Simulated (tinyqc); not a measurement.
Luttinger-Kohn k.p, four valence bands, step by step. One step of it, computed by the program tinyqc.

Task: Levels at k. Diagonalise the Hermitian matrix.

H(k) at k (eV), lower triangle (Hermitian):
```
                      3/2                  1/2                -1/2      -3/2
3/2              0.169059
1/2   -0.027596+0.026063i             0.101946
-1/2  -0.003760+0.078188i             0.000000            0.101946
-3/2             0.000000  -0.003760+0.078188i  0.027596-0.026063i  0.169059
```

Give: eigenvalues.

Result:

eigenvalues (eV): 0.0423  0.0423  0.2287  0.2287
